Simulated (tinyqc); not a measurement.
## Van der Pauw, Hall and four-point-probe measurements on a doped layer: correction factor against the shape of the sample

A uniform p-type layer with sheet resistance Rs = 1/(q ns mu), point contacts, low field (mu B small).

Rs = 1/(q ns mu). For a rectangle with contacts at the corners, RA = (8 Rs/pi) sum_(k>=0) ln coth((2k + 1) pi a/(2 b)) with current along a short side b and voltage along the opposite one, RB the same with a and b exchanged. ar = a/b. F = Rs/[(pi/ln 2)(RA + RB)/2]; small-asymmetry estimate 1 - (ln 2/2) d^2 - ((ln 2)^2/4 - (ln 2)^3/12) d^4 with d = (RB - RA)/(RB + RA).

Parameters, values chosen for the exercise:
- ns = 3.8e12 cm^-2 (sheet density of the layer)
- mu = 39 cm^2/(V s) (drift mobility)

Constants: q = 1.602176634e-19 C. Results are converted to the units shown.

Result of one run:

| ar | RA (ohm) | RB (ohm) | RB/RA | F | estimate of F |
|---|---|---|---|---|---|
| 1.91 | 531.44 | 43537 | 81.922 | 0.42172 | 0.58618 |

What becomes of these results when the side ratio a/b of a rectangular sample with corner contacts ar is changed from 1.91 to 2.37, all else the same?

Result of the changed run:

| ar | RA (ohm) | RB (ohm) | RB/RA | F | estimate of F |
|---|---|---|---|---|---|
| 2.37 | 125.27 | 62708 | 500.59 | 0.29577 | 0.56529 |

The whole series:

| ar | RA (ohm) | RB (ohm) | RB/RA | F | estimate of F |
|---|---|---|---|---|---|
| 1 | 9292.2 | 9292.2 | 1.0000 | 1.0000 | 1.0000 |
| 1.23 | 4502.8 | 16814 | 3.7341 | 0.87182 | 0.87413 |
| 1.46 | 2185.2 | 25396 | 11.622 | 0.67381 | 0.70823 |
| 1.69 | 1060.8 | 34533 | 32.554 | 0.52212 | 0.62128 |
| 1.91 | 531.44 | 43537 | 81.922 | 0.42172 | 0.58618 |
| 2.14 | 258.02 | 53087 | 205.75 | 0.34838 | 0.57126 |
| 2.37 | 125.27 | 62708 | 500.59 | 0.29577 | 0.56529 |
| 2.6 | 60.818 | 72362 | 1189.8 | 0.25661 | 0.56285 |

RB/RA rises from 1.00 to 1190 and F falls from 1.00 to 0.257. The estimate is 5.1 % above F at a/b = 1.46 and 2.19 times it in the last row. RA shrinks about as exp(-pi a/b): by a factor of 2.06 between the last two rows, against 2.06.

Numbers from tinyqc (`OMP_NUM_THREADS=1 python tinyqc.py 2850230 2850231 out.jsonl`; about 0.01 s on one thread of a shared Intel Xeon 2.30GHz).
